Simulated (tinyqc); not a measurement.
Hueckel theory of the pi electrons, for the molecule Oc1cccc2c1C=C2 (SMILES; centres numbered as the heavy atoms are written), step by step. One step of it, computed by the program tinyqc.

Question. Orbitals. Diagonalise; E = alpha + x beta with beta < 0, so the largest x are filled first; degenerate levels share their electrons. P = sum n_i c_ri c_si; each orbital has its largest coefficient positive (the first on a tie).

Hueckel matrix in units of beta (H = alpha + beta A), lower triangle:
```
,1O,2C,3C,4C,5C,6C,7C,8C,9C
1O,1.930000
2C,0.710000,0.000000
3C,0.000000,1.000000,0.000000
4C,0.000000,0.000000,1.000000,0.000000
5C,0.000000,0.000000,0.000000,1.000000,0.000000
6C,0.000000,0.000000,0.000000,0.000000,1.000000,0.000000
7C,0.000000,1.000000,0.000000,0.000000,0.000000,1.000000,0.000000
8C,0.000000,0.000000,0.000000,0.000000,0.000000,0.000000,1.000000,0.000000
9C,0.000000,0.000000,0.000000,0.000000,0.000000,1.000000,0.000000,1.000000,0.000000
```

pi electrons, sum of z_r less the charge = 10

Give: x values; occupations; coefficients; charge and bond-order matrix P.

Answer.

x values: 2.489  2.071  1.443  0.952  0.248  -0.273  -1.144  -1.489  -2.367

occupations: 2.000  2.000  2.000  2.000  2.000  0.000  0.000  0.000  0.000

coefficients:
```
,MO1,MO2,MO3,MO4,MO5,MO6,MO7,MO8,MO9
1O,0.521,0.737,-0.180,0.343,0.094,0.070,-0.124,0.062,0.052
2C,0.410,0.147,0.124,-0.472,-0.223,-0.216,0.537,-0.296,-0.316
3C,0.238,0.022,0.497,-0.362,0.271,-0.318,-0.200,0.547,0.227
4C,0.182,-0.102,0.594,0.128,0.290,0.303,-0.308,-0.518,-0.220
5C,0.214,-0.232,0.359,0.484,-0.199,0.235,0.552,0.224,0.295
6C,0.351,-0.379,-0.075,0.332,-0.339,-0.367,-0.324,0.184,-0.478
7C,0.412,-0.241,-0.191,-0.332,-0.393,0.328,-0.326,-0.150,0.484
8C,0.265,-0.267,-0.324,-0.176,0.465,0.494,0.159,0.335,-0.353
9C,0.248,-0.312,-0.277,0.164,0.508,-0.463,0.144,-0.349,0.351
```

charge and bond-order matrix P, lower triangle:
```
,1O,2C,3C,4C,5C,6C,7C,8C,9C
1O,1.947
2C,0.233,0.955
3C,-0.096,0.545,1.016
4C,-0.032,0.015,0.737,0.992
5C,0.046,-0.172,-0.009,0.560,1.005
6C,-0.002,-0.004,-0.348,0.004,0.729,0.997
7C,-0.159,0.709,0.023,-0.341,-0.013,0.548,1.059
8C,-0.034,0.018,0.171,-0.009,-0.351,0.005,0.223,0.988
9C,0.106,-0.339,-0.014,0.162,0.009,0.217,-0.048,0.892,1.041
```
